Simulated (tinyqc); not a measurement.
Esaki diode in forward bias, two-band WKB: effect of temperature.

Abrupt p-n junction, depletion approximation. Energies E are counted from the conduction-band edge of the neutral n side; its Fermi level lies at dn, that of the p side at dn - V, and the valence-band edge of the neutral p side at Em = dn + dp - V. Tunnelling needs 0 < E < Em. Two-band dispersion with equal masses m: inside the gap kappa = sqrt(m u (1 - u/Eg)/C), u the distance from a band edge, C = hbar^2/(2 m0).

Nc and Nv are given at 300 K and scale as (T/300 K)^1.5; Eg, m and eps_r are held. Nd = Nc F12(dn/Vt), Na = Nv F12(dp/Vt), F12(x) = (2/sqrt(pi)) int_0^infinity sqrt(u)/(1 + exp(u - x)) du; dn = EF - Ec on the n side, dp = Ev - EF on the p side (negative outside the bands); Vbi = Eg + dn + dp. W = sqrt(2 eps0 eps_r (Vbi - V)(1/Na + 1/Nd)/q), mean field F = (Vbi - V)/W, peak field 2 F. In a uniform field F the exponent is S = pi sqrt(m/C) Eg^1.5/(4 F). Transverse energy Et = C kt^2/m raises it to S (1 + 4 Et/Eg), so T = exp(-S) exp(-Et/Eb) with Eb = Eg/(4 S). KJ = (2 q^2/h) m/(4 pi C) (times 1e14 for A/cm^2 per eV^2). J = KJ exp(-S) Eb times the integral from 0 to Em of [f(E - dn) - f(E - dn + V)] [1 - exp(-min(E, Em - E)/Eb)] dE, f(x) = 1/(1 + exp(x/Vt)), with S and Eb from the mean field; J > 0 flows from p to n.

Parameters, values chosen for the exercise; band and dielectric values those of a made-up semiconductor:
```
symbol    value   unit                                     meaning
Eg        0.506     eV                                    band gap
eps_r      13.8                              relative permittivity
Nc      1.06e19  cm^-3  conduction-band density of states at 300 K
Nv      6.64e18  cm^-3     valence-band density of states at 300 K
m          0.15     m0        band-edge mass of the two-band model
Na       3.2e19  cm^-3                            acceptor density
Nd       1.3e19  cm^-3                               donor density
V         0.018      V                          bias of the p side
```

Constants: q = 1.602176634e-19 C, kB = 1.380649e-23 J/K, hbar = 1.054571817e-34 J s, h = 6.62607015e-34 J s, m0 = 9.1093837015e-31 kg, Vt = kB T/q, eps0 = 8.8541878128e-14 F/cm where lengths are in cm, hbar^2/(2 m0) = 0.0380998212 eV nm^2. Results are converted to the units shown.

Effect of temperature:
```
T (K)	Vbi (V)	mean field (MV/cm)	S	J (A/cm^2)
50	0.6304	0.6092	9.207	49.13
100	0.6284	0.6082	9.222	43.41
150	0.6248	0.6064	9.249	36.56
200	0.6196	0.6038	9.290	29.62
300	0.6044	0.5962	9.409	17.10
400	0.5837	0.5856	9.579	7.806
```

Read the table: what changes, and by how much?

Vbi falls from 0.630 to 0.584 V, S rises from 9.21 to 9.58, and |J| falls from 49.1 to 7.81 A/cm^2, a spread of a factor 6.29.

Range of the model: Parabolic densities of states, no band tails and no gap narrowing, all of which matter at such doping.

Program tinyqc, `OMP_NUM_THREADS=1 python tinyqc.py 2620053 2620054 out.jsonl`; Intel Xeon 2.30GHz, shared host, one thread, about 0.01 s.
